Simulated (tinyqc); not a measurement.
How many bands a k.p model needs: band 5 from Gamma to X: k.p theory built from an empirical-pseudopotential calculation at Gamma.

Empirical pseudopotential on the fcc lattice, atoms at +/- tau, tau = a (1,1,1)/8, no spin-orbit coupling. H(G,G') = c (2 pi/a)^2 |k + G|^2 delta + VS(q) cos(q.tau) + i VA(q) sin(q.tau), q = G - G', c = hbar^2/2m0; k and G in units of 2 pi/a; VS at |q|^2 = 3, 8, 11 and VA at 3, 4, 11, in rydberg, zero elsewhere. The basis is fixed: all 113 G with |G|^2 up to Gcut. Energies are counted from the fourth level at Gamma.

k.p in the lowest n states at Gamma: H_nm = (E_n + c k^2) delta + 2 c k.<n|G|m>, k in 1/angstrom; with all states of the basis it is exact.

Constants: hbar^2/2m0 = 3.80998211 eV angstrom^2; Ry = 13.60569312 eV.

Values chosen for the exercise (near those of Si; shifted at random, so the results belong to these values and not to a real crystal): a = 5.42 angstrom (lattice constant); VS = (-0.216, 0.041, 0.079) Ry (symmetric form factors); VA = (0, 0, 0) Ry (antisymmetric form factors); Gcut = 20 (2 pi/a)^2 (largest |G|^2 of the fixed basis).

Band 5 (counted from below) at k = f (1, 0, 0) 2 pi/a; n ends on whole multiplets.

Energies (eV):

| f | n = 8 | n = 15 | n = 27 | n = 113 (exact) |
|---|---|---|---|---|
| 0.000 | 3.476 | 3.476 | 3.476 | 3.476 |
| 0.125 | 3.565 | 3.233 | 3.229 | 3.229 |
| 0.250 | 3.831 | 2.697 | 2.687 | 2.684 |
| 0.375 | 4.276 | 2.124 | 2.102 | 2.096 |
| 0.500 | 4.898 | 1.633 | 1.598 | 1.586 |
| 0.625 | 5.696 | 1.278 | 1.224 | 1.205 |
| 0.750 | 6.671 | 1.084 | 1.007 | 0.980 |
| 0.875 | 7.823 | 1.069 | 0.963 | 0.926 |
| 1.000 | 9.149 | 1.205 | 1.105 | 1.052 |

With n = 8 the band stays within 0.05 eV of the exact one at Gamma only (error at X: +8.097 eV). With n = 15 the band stays within 0.05 eV of the exact one up to f = 0.500 (error at X: +0.153 eV). With n = 27 the band stays within 0.05 eV of the exact one up to f = 0.875 (error at X: +0.053 eV). A smaller basis can only raise a level. The exact band has its minimum on these points at f = 0.875; n = 8 puts it at f = 0.000.

Computed by tinyqc, a small Python program: `OMP_NUM_THREADS=1 python tinyqc.py 1051571 1051572 out.jsonl` (the numbers bound the seed that draws the inputs); one thread of a shared host (Intel(R) Xeon(R) Processor @ 2.30GHz), about 0.8 s for the whole set of steps.
